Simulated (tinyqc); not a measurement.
Plane-wave Kohn-Sham cycle with exchange-only LDA in a layered model solid, step by step. One step of it, computed by the program tinyqc.

Question. Iteration 1: levels at that k. Diagonalise the Hermitian matrix.

H (hartree), lower triangle:
```
           -2         -1         +0         +1        +2
-2   0.219419
-1  -0.240000  -0.058390
+0   0.000000  -0.240000  -0.150992
+1   0.000000   0.000000  -0.240000  -0.058390
+2   0.000000   0.000000   0.000000  -0.240000  0.219419
```

Give: eigenvalues.

Answer.

eigenvalues (hartree): -0.485  -0.197  0.071  0.358  0.424
